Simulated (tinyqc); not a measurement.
# Gain factor and gap resistance from two string resistances

Question. At small bit-line voltage each of the 48 cells has the resistance 1/(K x) at overdrive x (no mobility reduction) in series with a gap resistance Rg. Find K, Rg and the share of the gaps at the higher overdrive.

resistance of a string of 48 equal cells at overdrives of 3.7 and 8 V (kohm): [821.44865, 472.8]

Answer. The resistance per cell is a straight line in 1/x with slope 1/K and intercept Rg.

K = 20.0 uA/V^2
Rg = 3.60 kohm
share of the gaps = 36.5 %

tinyqc, about 1 s, one thread, Intel Xeon 2.30GHz (shared host): `OMP_NUM_THREADS=1 python tinyqc.py 2142196 2142197 out.jsonl`
